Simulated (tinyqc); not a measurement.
# CMOS inverter, nodal equation and switching, step by step

Computed by the program tinyqc: `OMP_NUM_THREADS=1 python tinyqc.py 2340133 2340134 out.jsonl`, one thread of a shared Intel Xeon 2.30GHz, about 0.04 s for the whole run. Printed values are rounded.

An n-channel pull-down (bn, VTn) and a p-channel pull-up (bp, VTp) share the input Vin and the output node Vout, which carries the load C. Transistor (EKV form, voltages against the body): I = 2 n b Vt^2 [F(vp - Vs) - F(vp - Vd)] from drain to source, F(v) = ln^2(1 + exp(v/(2 Vt))), vp = (Vg - VT + sg |Vd - Vs|)/n. n-channel bodies are at 0; for the p-channel device all voltages are counted down from Vdd. b in uA/V^2 gives I in uA. Static: In = Ip. Transient: C dVout/dt = Ip - In. No velocity saturation, no gate capacitance beyond C.

Parameters, values chosen for the exercise: temperature T = 325 K; supply voltage Vdd = 0.4 V; slope factor n = 1.44; drain-induced barrier lowering sg = 0.091; n-channel threshold VTn = 0.44 V; p-channel threshold (magnitude) VTp = 0.31 V; gain factor of the pull-down transistor bn = 300 uA/V^2; gain factor of the pull-up transistor bp = 390 uA/V^2; load capacitance C = 2.6 fF; input voltage Vin = 0.23 V; time step dt = 500 ps.

Constants: q = 1.602176634e-19 C, kB = 1.380649e-23 J/K, Vt = kB T/q. Results are converted to the units shown.

## Iteration 1: output voltage by Newton steps

Vout at the start = 0.2 V

f = In - Ip at (Vin, Vout); G = df/dVout by a central difference with +/- 1e-6 V; Vout(new) = Vout - f/G.

In = 0.00532600 uA
Ip = 0.0350588 uA
G = 0.0845747 uS
Vout after iteration 1 = 0.551557 V

This step lands outside the rails.

## Iteration 2: output voltage by Newton steps

As before.

In = 0.0113080 uA
Ip = -1.74034 uA
G = 35.9071 uS
Vout after iteration 2 = 0.502774 V

## Course of the iteration: output voltage by Newton steps

Stop when Vout changes by less than 1e-9 V, or after 30 iterations.

Course of the iteration:
```
iteration	Vout (V)	|change| (V)
1	0.551557	0.352
2	0.502774	0.0488
3	0.465546	0.0372
4	0.435081	0.0305
5	0.410754	0.0243
6	0.394515	0.0162
7	0.388291	6.22e-3
8	0.387710	5.81e-4
9	0.387706	4.54e-6
10	0.387706	2.74e-10
```

Converged in 10 iterations. At the end the number of correct digits about doubles with each step. On the way 5 iterate(s) lie more than 5 mV outside the rails, the first at 0.552 V, before the steps return.

## Transfer curve

Vin, point 0 to 10 (V): 0  0.04  0.08  0.12  0.16  0.2  0.24  0.28  0.32  0.36  0.4

For each Vin solve In = Ip; gain = dVout/dVin.

```
point	Vout (V)	supply current (uA)	gain
0	0.399999	3.0328e-5	0.0000
1	0.399996	8.1421e-5	-0.0001
2	0.399983	2.1799e-4	-0.0007
3	0.399914	5.8100e-4	-0.0036
4	0.399526	0.0015365	-0.0207
5	0.397153	0.0040007	-0.1319
6	0.378599	0.0098920	-1.2601
7	0.103908	0.013629	-8.8772
8	0.007985	0.0065263	-0.3953
9	0.001249	0.0025395	-0.0555
10	0.000222	9.6386e-4	-0.0093
```

The switching point Vin = Vout lies at 0.2646 V, with a gain of -10.2. The current peaks at 0.0136 uA among the points, against 3.0e-5 and 9.6e-4 uA of leakage at the ends.

## Switching point and noise margins

VM solves In = Ip with Vin = Vout. VIL and VIH are the inputs at which the gain is -1; NML = VIL - Vout(VIH), NMH = Vout(VIL) - VIH.

VM = 0.26458 V
gain at VM = -10.209
VIL = 0.23674 V
VIH = 0.30462 V
NML = 0.21890 V
NMH = 0.077635 V

VM lies 65 mV above Vdd/2, and the low margin is the larger one. With both transistors saturated the size of the gain tends to 1/sg = 11.0; here it is 7.1 % below that.

## Step 1: one time step of the falling output

Vout at t = 0 = 0.4 V

The input steps to Vdd at t = 0; I = In - Ip. Implicit Euler: V(new) = V - (dt/C) I(V(new)), solved for V(new); 1 ps uA/fF = 1 mV.

I(V) = 0.305193 uA
I(V(new)) = 0.278897 uA
Vout after step 1 = 0.346366 V

## Step 2: one time step of the falling output

As before.

I(V) = 0.278897 uA
I(V(new)) = 0.256625 uA
Vout after step 2 = 0.297015 V

## Delays and energy

For a step input the delay to Vdd/2 is tHL = C times the integral of dV/(In - Ip) from Vdd/2 to Vdd at Vin = Vdd, and tLH likewise with Ip - In from 0 to Vdd/2 at Vin = 0. Energy drawn for one full cycle of the output: C Vdd^2. Leakage power: Vdd times the mean of the supply currents at Vin = 0 and Vdd.

tHL = 2027.25 ps
tLH = 213.829 ps
energy = 0.416 fJ
leakage power = 0.198838 nW

Time steps as above cross Vdd/2 at 2110 ps by linear interpolation, 4.3 % above tHL. tLH/tHL = 0.105, with bn/bp = 0.769.
